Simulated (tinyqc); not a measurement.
Inverse iteration on a symmetric matrix, step by step. One step of it, computed by the program tinyqc.

Task: Step 2. solve (A - shift) w = v; v' = w/|w| with its largest component positive (the first on a tie); lambda = v'^T A v'.

A:
```
,1,2,3,4,5
1,1.139000,0.183000,0.348000,-0.009000,-0.470000
2,0.183000,1.278000,0.017000,-0.081000,-0.011000
3,0.348000,0.017000,4.544000,0.571000,-0.051000
4,-0.009000,-0.081000,0.571000,4.818000,0.168000
5,-0.470000,-0.011000,-0.051000,0.168000,5.655000
```

vector after step 1: 0.748781  0.596589  0.106928  0.167196  0.209811

shift = 0.090000

Give: vector after step 2; Rayleigh quotient after step 2.

Result:

vector after step 2: 0.8605  0.4904  -0.0453  0.0548  0.1179

Rayleigh quotient after step 2 = 1.2779
